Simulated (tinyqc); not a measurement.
Strength against creep resistance: grain growth, pinning, strength and diffusional creep of a polycrystal or thin film. Computed by tinyqc, a small Python program. Command: `OMP_NUM_THREADS=1 python tinyqc.py 3031725 3031726 out.jsonl grain walk`. One thread of a shared host (Intel(R) Xeon(R) Processor @ 2.30GHz), about 0.01 s of CPU time with the checks.

One mean grain size d describes the structure.

Inputs (values chosen for the exercise, modelled on polycrystalline silicon):

| quantity | value | unit |
|---|---|---|
| atomic volume Omega | 20.02 | angstrom^3 |
| boundary energy gamma | 0.65 | J/m^2 |
| mobility prefactor M0 | 8.4e-05 | m^4/(J s) |
| activation energy of boundary motion Q_m | 3.37 | eV |
| anneal temperature T | 1826 | K |
| anneal time t | 55 | s |
| initial grain size d0 | 150 | nm |
| particle volume fraction f | 0.0023 | - |
| particle radius r | 13 | nm |
| Hall-Petch slope k_y | 0.26 | MPa m^0.5 |
| lattice diffusion energy Q_l | 4.66 | eV |
| boundary diffusion energy Q_b | 2.61 | eV |
| lattice prefactor D0 | 0.00012 | m^2/s |
| boundary prefactor delta D0b | 3.5e-15 | m^3/s |
| applied stress sigma | 63 | MPa |
| service temperature T_c | 458 | K |

Sample: bulk.

Constants: k_B = 8.617333262e-05 eV/K; k_B = 1.380649e-23 J/K.

Method:
- M = M0 exp(-Q_m/(k_B T)). The driving pressure is 2 gamma/d. Zener pinning pressure 3 f gamma/(2 r) stops growth at d_Z = 4 r/(3 f). The limit is d_lim = d_Z.
- dd/dt = 2 M gamma (1/d - 1/d_lim) integrates to 2 M gamma t = d_lim (d0 - d) + d_lim^2 ln[(d_lim - d0)/(d_lim - d)]; without pinning d^2 = d0^2 + 4 M gamma t.
- Nabarro-Herring rate = 14 sigma Omega D_l/(k_B T d^2), D_l = D0 exp(-Q_l/(k_B T)); Coble rate = 14 pi sigma Omega delta D_b/(k_B T d^3), delta D_b = delta D0b exp(-Q_b/(k_B T)); they are equal at d_x = pi delta D_b/D_l.
- Hall-Petch term k_y/sqrt(d).

crossover size d_x = 3.31128e+18 micrometre

At T_c and sigma:

| d (nm) | Hall-Petch term (MPa) | Nabarro-Herring (1/s) | Coble (1/s) | time to 1 % (s) |
|---|---|---|---|---|
| 30 | 1501.1 | 1.9626e-40 | 2.1662e-20 | 4.6163e+17 |
| 100 | 822.2 | 1.7663e-41 | 5.8488e-22 | 1.7097e+19 |
| 300 | 474.7 | 1.9626e-42 | 2.1662e-23 | 4.6163e+20 |
| 1000 | 260.0 | 1.7663e-43 | 5.8488e-25 | 1.7097e+22 |
| 3000 | 150.1 | 1.9626e-44 | 2.1662e-26 | 4.6163e+23 |
| 10000 | 82.2 | 1.7663e-45 | 5.8488e-28 | 1.7097e+25 |
| 100000 | 26.0 | 1.7663e-47 | 5.8488e-31 | 1.7097e+28 |

What follows from these numbers?

From 100 micrometre to 30 nm grains the Hall-Petch term grows 58 times, while the time to 1 % strain shrinks by 10.6 decades. Coble creep rules in 7 of the seven rows (d_x is a millimetre or more). Fine grains resist slip but creep fast. The Hall-Petch value at 30 nm is at the edge of that law. Caution: T is above the melting point of the named material. Caution: sigma Omega is not small against k_B T, as the linear creep laws assume.

Extremes, crossings and ranges named in words are read from the listed rows.
